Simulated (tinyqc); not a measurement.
Plane-wave Kohn-Sham cycle with exchange-only LDA in a layered model solid, step by step. One step of it, computed by the program tinyqc.

Question. Iteration 2: Hamiltonian at one k. H(m,m') = (k + G_m)^2/2 delta + V(G_m - G_m'), with V(-G) = V(G).

A solid whose potential varies along x alone (atomic units):
```
parameter                      value
period a                   15.900000
cross-section of the cell  11.000000
electrons per cell                 2
grid points                       16
plane waves -n..n, n               2
k points                           3
V1 in V1 cos(2 pi x/a)     -0.680000
V2 in V2 cos(4 pi x/a)      0.050000
```

V(G_m), m = 0, 1, 2, ... (hartree): [-0.211790, 0.017108, 0.066628, 0.006043, 0.001635]

k = 0.000000 2 pi / a

Give: H.

Answer.

H (hartree), order -2, -1, +0, +1, +2:
$$\begin{pmatrix}
0.1005 & 0.0171 & 0.0666 & 0.0060 & 0.0016 \\
0.0171 & -0.1337 & 0.0171 & 0.0666 & 0.0060 \\
0.0666 & 0.0171 & -0.2118 & 0.0171 & 0.0666 \\
0.0060 & 0.0666 & 0.0171 & -0.1337 & 0.0171 \\
0.0016 & 0.0060 & 0.0666 & 0.0171 & 0.1005
\end{pmatrix}$$
